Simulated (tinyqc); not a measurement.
Stress in a transistor channel from embedded alloy regions, liners and fins, by half-space elasticity: one step, computed by the program tinyqc. Command: `OMP_NUM_THREADS=1 python tinyqc.py 3007695 3007696 out.jsonl stressor walk`. One thread of a shared host (Intel(R) Xeon(R) Processor @ 2.30GHz), about 0.01 s of CPU time with the checks.

Plane strain in an isotropic half-space, the same constants everywhere; x along the channel from its centre, y downwards from the free surface; stress is positive in tension.

Task: Closed form at the surface. At x = y = 0 the integral is s_xx = -(4/pi) [E e/(1 - nu)] [arctan(2 d/L) - arctan(d/(L/2 + S))].

Inputs (values chosen for the exercise, modelled on silicon):
```
quantity                   value  unit
Young's modulus E            168   GPa
Poisson ratio nu            0.26     -
channel length L              44    nm
length of each stressor S    190    nm
recess depth d                15    nm
```

Stressor: Si(1-x)Ge(x) source and drain.

misfit e = 0.020304

Give: s_xx at the surface.

Result:

s_xx at the surface = -3098 MPa

For fixed L and S it is largest at d = sqrt((L/2)(L/2 + S)) = 68.3 nm; d is short of that. Caution: at such misfit the regions may relax by dislocations, and linear elasticity is rough.
